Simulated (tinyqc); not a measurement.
## Electron density from the centroid

Inverse problem. In the Fang-Howard model the centroid is 3/b with b^3 = 6 (mz1/C) q (Nd + 11 Ns/32)/(eps0 eps_r), C = hbar^2/(2 m0), the field in eV/nm. Find b and Ns.

Parameters, values chosen for the exercise; masses and permittivity close to those of silicon (100):

| symbol | value | unit | meaning |
|---|---|---|---|
| eps_r | 11.5 |  | relative permittivity |
| mz1 | 0.916 | m0 | mass along z of valley set A (2 valley(s)) |
| Nd | 1.8e11 | cm^-2 | sheet density of depletion charge |

Constants: q = 1.602176634e-19 C, hbar = 1.054571817e-34 J s, m0 = 9.1093837015e-31 kg, eps0 = 8.8541878128e-14 F/cm where lengths are in cm, hbar^2/(2 m0) = 0.0380998212 eV nm^2. Results are converted to the units shown.

centroid = 3.3583041 nm

Answer. b = 3/centroid gives Nd + 11 Ns/32, from which the depletion charge is taken off.

b = 0.893 1/nm
Ns = 3.90e11 cm^-2

Computed by the program tinyqc: `OMP_NUM_THREADS=1 python tinyqc.py 2160132 2160133 out.jsonl`, one thread of a shared Intel Xeon 2.30GHz, about 1 s for the whole run.
